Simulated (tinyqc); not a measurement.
From results back to parameters: phonon-assisted absorption at an indirect gap. Two cases, with inputs chosen for the exercise.

Problem. A slab transmits Tr = (1 - R)^2 x/(1 - R^2 x^2) with x = exp(-alpha d) and R = ((nr - 1)/(nr + 1))^2.

Find: x; alpha.

Method. Tr R^2 x^2 + (1 - R)^2 x - Tr = 0; take the positive root, then alpha = -ln(x)/d.

Case 1.

Values chosen (out of a larger set: loosely those of GaP at room temperature; Eg is not tied to T; not measured data): nr = 3.38 (refractive index); d = 81 micrometre (thickness).

Tr = 0.489724

Solution.

x = 0.9142
alpha = 11.1 1/cm

Case 2.

Values chosen (out of a larger set: loosely those of SiC at room temperature; Eg is not tied to T; not measured data): nr = 2.84 (refractive index); d = 1.5 micrometre (thickness).

Tr = 0.533540

Solution.

x = 0.8636
alpha = 978 1/cm

Computed by tinyqc, one run a case: `OMP_NUM_THREADS=1 python tinyqc.py N N+1 out.jsonl` with N = 1651025, 1651072; one thread of a shared Intel(R) Xeon(R) Processor @ 2.30GHz, about 0.01 s a run at most.
